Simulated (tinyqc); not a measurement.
Inside a calculation: band offset from the macroscopic average of a supercell potential. Values are carried at full precision from step to step, so a last printed digit may differ when a step is redone from the rounded ones.

A model of the planar-averaged electrostatic energy of an electron in a periodic cell of N1 periods of A (L1 = N1 n1 h) and N2 periods of B (L2 = N2 n2 h), on z_j = j h: V(z) = f VA + (1 - f) VB + F t(z), VA = V1[0] + V1[1] cos(2 pi z/(n1 h)) + V1[2] cos(4 pi z/(n1 h)), VB the same with V2, n2 and z - L1. f = [tanh(z/w) - tanh((z - L1)/w) + tanh((z - L1 - L2)/w)]/2 + 1/2; t(z) = z - L1/2 in A and (L1/L2)(L1 + L2/2 - z) beyond, so that the cell is periodic.

Constants: e^2/(4 pi eps0) = 14.39964547 eV angstrom.

Inputs chosen for the exercise (gaps near those of InAs and GaSb; the results hold for these values, not for the real material):

| symbol | value | unit | meaning |
|---|---|---|---|
| h | 0.35 | angstrom | grid step |
| n1 | 6 |  | grid points per period of A |
| n2 | 5 |  | grid points per period of B |
| N1 | 4 |  | periods of A |
| N2 | 5 |  | periods of B |
| V1 | (-6.8, 2.11, 0.72) | eV | mean and two harmonics of the potential in A |
| V2 | (-9.91, 3.56, 0.98) | eV | the same in B |
| w | 0.47 | angstrom | width of the interfaces |
| F | 0 | eV/angstrom | slope in A from opposite charges on the two interfaces |
| Ev1 | 3.34 | eV | valence top of bulk A above its mean potential |
| Eg1 | (0.05, 0.43) | eV | gap of A: semi-local value, corrected value |
| fv1 | 0.55 |  | share of the correction that lowers the valence top of A |
| Ev2 | 7.06 | eV | valence top of bulk B above its mean potential |
| Eg2 | (0.1, 0.8) | eV | gap of B: semi-local value, corrected value |
| fv2 | 0.32 |  | the same share for B |
| eps | 13.5 |  | dielectric constant at the interface |

## The planar average

Evaluate V on the grid, j = 0, 1, ...

V(z_j) (eV): -6.786  -7.279  -8.422  -8.206  -8.208  -6.107  -3.971  -6.105  -8.215  -8.190  -8.215  -6.105  -3.970  -6.105  -8.215  -8.190  -8.215  -6.105  -3.971  -6.105  -8.219  -8.239  -8.422  -6.749  -4.670  -8.959  -12.281  -12.439  -9.599  -5.370  -9.602  -12.487  -12.487  -9.603  -5.370  -9.603  -12.487  -12.487  -9.603  -5.370  -9.603  -12.487  -12.487  -9.602  -5.372  -9.599  -12.439  -12.178  -8.566

## Running means

Running mean over n points, periodic: for odd n the plain mean of the n points centred on j; for even n the n + 1 points with half weight at both ends. The macroscopic average applies the mean over n1 points and then over n2 points.

Apply the first mean, then the second.

after the mean over n1 points (eV): -8.926  -8.242  -7.706  -7.267  -6.934  -6.819  -6.801  -6.800  -6.800  -6.800  -6.800  -6.800  -6.800  -6.800  -6.800  -6.800  -6.800  -6.800  -6.805  -6.826  -6.897  -7.009  -7.305  -7.881  -8.570  -9.018  -9.001  -9.297  -10.002  -10.314  -10.094  -9.506  -9.506  -10.099  -10.340  -10.099  -9.506  -9.506  -10.099  -10.340  -10.099  -9.506  -9.506  -10.095  -10.305  -9.953  -9.391  -9.316  -9.377

macroscopic average (eV): -8.713  -8.304  -7.815  -7.394  -7.105  -6.924  -6.831  -6.804  -6.800  -6.800  -6.800  -6.800  -6.800  -6.800  -6.800  -6.800  -6.801  -6.806  -6.826  -6.867  -6.968  -7.184  -7.532  -7.957  -8.355  -8.753  -9.178  -9.526  -9.742  -9.843  -9.884  -9.904  -9.909  -9.910  -9.910  -9.910  -9.910  -9.910  -9.910  -9.910  -9.910  -9.909  -9.902  -9.873  -9.850  -9.812  -9.668  -9.392  -9.050

Around the middle of B the first mean varies by 833 meV over five points and the second by 0 meV: one window removes only the period it matches.

## The potential line-up

Read the macroscopic average in the middle of each region, j = 12 and j = 36, and its slope in A by a central difference over two points each way.

plateau in A = -6.800 eV
plateau in B = -9.910 eV
dV = B - A = -3.110 eV
slope in A = 0.000 eV/angstrom

The plateaus are flat, so the line-up is well defined.

## Band offsets

dEv = Ev(A) - Ev(B) = Ev1 - (dV + Ev2); dEc = Ec(B) - Ec(A) = Eg2 - Eg1 - dEv. The correction of a gap, c = Eg[1] - Eg[0], lowers the valence top by fv c and leaves dV, a ground-state quantity, as it is. Type I: dEv and dEc of one sign; II: opposite signs; III: no overlap of the gaps.

Give the offsets with semi-local and with corrected band edges.

dEv, dEc, semi-local (eV): -0.610  0.660

lowering of the valence tops of A and B (eV): 0.209  0.224

dEv, dEc, corrected (eV): -0.595  0.965

The correction moves dEv by +0.02 eV and dEc by +0.31 eV; the type stays III.

## The dipole behind the step

A step dV of the mean electron energy from A to B across an interface equals 4 pi (e^2/4 pi eps0) times a dipole per area p (in e angstrom per angstrom^2). For a change of 0.1 eV in dV, give the charge per area moved over 2 angstrom in a medium of dielectric constant eps: sigma = 0.1 eps/(4 pi (e^2/4 pi eps0) 2). 1 angstrom^-2 = 1e16 cm^-2.

|p| = 0.01719 e/angstrom
sigma = 3.73e+13 e/cm^2

With about 7e14 atoms per cm^2 in a plane (as on a silicon (100) face), 5.3 % of an electron per atom shifts the line-up by 0.1 eV.

## Checks

- Line-up in a cell of 14 + 14 periods without slope against V2[0] - V1[0] (eV): both -3.1100.

tinyqc: `OMP_NUM_THREADS=1 python tinyqc.py 1880622 1880623 out.jsonl`; about 0.01 s, one thread, shared Intel(R) Xeon(R) Processor @ 2.30GHz.
